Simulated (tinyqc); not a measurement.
Valley-orbit splitting of a donor ground state, with strain: one step, computed by the program tinyqc.

The basis is the 1s envelope in each valley; energies are counted from the unstrained conduction-band edge. The strain is e_s (a a^T - 1/3) for the unit stress axis a, so valley j along n_j moves by Xi_u e_s w_j with w_j = (n_j.a)^2 - 1/3: +1/3 for [111] and [-1-11], -1/3 for the others.

Task: Levels and ground state under strain. Diagonalise H; the ground vector has positive components. The density at the nucleus, and so the contact hyperfine coupling, scales as (sum_j c_j)^2/(number of valleys), which is 1 without strain; the envelopes are held fixed.

Valleys: four along <111>. Stress axis: [110].

H (meV):
```
             [111]   [1-1-1]   [-11-1]    [-1-11]
[111]    -16.32333  -0.14000  -0.14000   -0.14000
[1-1-1]   -0.14000  -8.67667  -0.14000   -0.14000
[-11-1]   -0.14000  -0.14000  -8.67667   -0.14000
[-1-11]   -0.14000  -0.14000  -0.14000  -16.32333
```

Give: levels; valley amplitudes of the ground state; hyperfine ratio A/A_0.

Result:

levels (meV): -16.47  -16.18  -8.81  -8.54

valley amplitudes of the ground state: [111] 0.7066, [1-1-1] 0.0258, [-11-1] 0.0258, [-1-11] 0.7066

hyperfine ratio A/A_0 = 0.5365
